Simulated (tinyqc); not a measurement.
# Bandgap voltage reference from two bipolar transistors, step by step

tinyqc, about 0.02 s, one thread, Intel Xeon 2.30GHz (shared host): `OMP_NUM_THREADS=1 python tinyqc.py 2062102 2062103 out.jsonl` Printed values are rounded.

Two transistors of area 1 and N carry the same current I. Is(T) = Is (T/T0)^eta exp[(Vg0 q/kB)(1/T0 - 1/T)], VBE1 = Vt ln(I/Is(T)) + I rb, VBE2 = Vt ln(I/(N Is(T))) + I rb/N. The amplifier forces I R1(T) = VBE1 - VBE2 + Vos, with R(T) = R (1 + tc (T - T0)) for both resistors, and the output is Vref = VBE1 + I R2(T). Base currents and the Early effect are neglected.

Values chosen for this exercise; values of the order met in silicon bipolar transistors:
- T0 = 300 K (reference temperature)
- Vg0 = 1.176 V (band-gap voltage extrapolated to 0 K)
- eta = 4.1 (temperature exponent of the saturation current)
- Is = 1.7e-16 A (saturation current of the unit transistor at T0)
- N = 8 (area ratio of the second transistor)
- R1 = 17 kohm (resistor across which the difference of VBE falls, at T0)
- tc = 0 ppm/K (temperature coefficient of both resistors)
- Vos = -1.1 mV (offset of the amplifier)
- rb = 0 ohm (series resistance of the unit transistor)
- R2 = 208 kohm (output resistor at T0)
- T = 253 K (temperature)

Constants: q = 1.602176634e-19 C, kB = 1.380649e-23 J/K. Results are converted to the units shown.

## Operating point at the reference temperature

Vt = kB T/q; I = (Vt ln N + Vos)/(R1(T) - rb (1 - 1/N)). Evaluate at T = T0.

Vt = 0.0258520 V
I = 3.09751 uA
Is(T) = 1.7e-16 A
VBE1 = 0.610775 V
I R2 = 0.644283 V
Vref = 1.25506 V

## Operating point at another temperature

Vt = kB T/q; I = (Vt ln N + Vos)/(R1(T) - rb (1 - 1/N)).

Vt = 0.0218019 V
I = 2.60210 uA
Is(T) = 1.80706e-20 A
VBE1 = 0.710758 V
I R2 = 0.541237 V
Vref = 1.25199 V

From T0 to T, VBE1 changes by 100 mV and I R2 by -103 mV, which leaves -3.06 mV in Vref.

## Resistor for zero slope at T0, ideal case

With tc = 0, Vos = 0 and rb = 0 the current is proportional to T, dVBE/dT = (VBE - Vg0 - (eta - 1) Vt)/T, and Vref has zero slope at T0 when Vref = Vg0 + (eta - 1) Vt0. Find VBE1, its slope, that Vref, R2/R1 and the curvature d2Vref/dT2 = -(eta - 1) kB/(q T0).

VBE1 = 0.611309 V
dVBE/dT = -2.14944 mV/K
Vref = 1.25614 V
R2/R1 = 11.9952
curvature = -0.890458 uV/K^2
